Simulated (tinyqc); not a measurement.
Comparisons within one model: hydrogenic donor in a hard-walled well (variational). A value that a table varies takes the place of the one given here.

Trial function cos(pi z/L) exp(-r/lam), r measured from the donor at zi, walls at +/- L/2, one eps everywhere. Counted from the lowest subband, E(lam) = c/(m lam^2) - (q/eps) I0/I1, with I0 the integral of cos^2(pi z/L) exp(-2|z - zi|/lam) over the well and I1 the same with the factor (|z - zi| + lam/2); c = hbar^2/2m0, q = e^2/(4 pi eps0). The binding energy is -E at the minimum.

Constants: hbar^2/2m0 = 3.80998211 eV angstrom^2; e^2/(4 pi eps0) = 14.39964547 eV angstrom; Ry = 13.60569312 eV.

Inputs chosen for the exercise (near those of Ge, with one mean mass; the results hold for these values, not for the real material): m = 0.114 m0 (mass); eps = 15.8 (dielectric constant); Ls = (14, 32, 66, 135, 287, 457, 973) angstrom (widths); L = 41 angstrom (well width); zi = 18 angstrom (position of the donor from the centre).

## Width of the well

Ry* = 6.2131 meV
a* = 73.342 angstrom

Donor at the centre and at the wall (zi = L/2).

Binding:
```
L (angstrom)   L/a*  centre (meV)  in Ry*  wall (meV)  in Ry*  centre/wall
14             0.19         20.73   3.337       15.55   2.503         1.33
32             0.44         17.69   2.847       11.40   1.834         1.55
66             0.90         14.47   2.329        8.06   1.297         1.80
135            1.84         11.32   1.822        5.42   0.872         2.09
287            3.91          8.62   1.387        3.46   0.558         2.49
457            6.23          7.47   1.203        2.65   0.426         2.83
973           13.27          6.55   1.054        1.88   0.302         3.49
```

What can be read from the table?

At the centre the binding falls from 3.34 to 1.05 Ry*, between the limits 4 and 1. At the wall it falls from 2.50 to 0.30 Ry*, towards 1/4: the wall forces a node through the donor, as in a 2p state. With this trial function, which underbinds wall donors by about a tenth, the wall donor drops below the bulk value between 66 and 135 angstrom. The ratio grows from 1.33 to 3.49. Widths under about 15 angstrom lie outside envelope theory and serve only to show the limit.

## Position of the donor

Fixed width; zi from the centre to the wall.

Binding:
```
2 zi/L  zi (angstrom)  lam (angstrom)  binding (meV)  in Ry*
0.0               0.0            52.3          16.62   2.675
0.2               4.1            53.6          16.10   2.591
0.4               8.2            57.4          14.74   2.373
0.6              12.3            63.5          13.04   2.099
0.8              16.4            70.9          11.46   1.844
0.9              18.4            74.7          10.78   1.736
1.0              20.5            78.4          10.19   1.641
```

How do the results move?

Uniform doping spreads the level over 6.43 meV, from 16.62 at the centre to 10.19 at the wall, while lam grows by 50 %. The slope is flat at the centre, which gives a peak in the density of donor states there, and steepest between 2 zi/L = 0.4 and 0.6.

## What each parameter does

The minimum over lam; Ry* = Ry m/eps^2. Each row changes one parameter from the base and keeps the others.

Results:
```
case             binding (meV)  lam (angstrom)  binding/Ry*
base                     10.92            73.9        1.758
m = 0.097 m0              9.96            82.4        1.884
eps = 17.4                9.39            78.8        1.833
L = 53 angstrom          11.17            71.4        1.798
zi = 9 angstrom          14.42            58.4        2.321
```

What can be read from the table?

The largest shifts from the base row, up to three for each result and ties (the steps differ in size, so this ranks the rows, not the parameters). binding (meV): zi +3.50, eps -1.53, m -0.96. lam (angstrom): zi -15.5, m +8.5, eps +5.0. binding/Ry*: zi +0.563, m +0.126, eps +0.075.

Program tinyqc; command `OMP_NUM_THREADS=1 python tinyqc.py 1252426 1252427 out.jsonl`; about 0.01 s on one thread of a shared Intel(R) Xeon(R) Processor @ 2.30GHz.
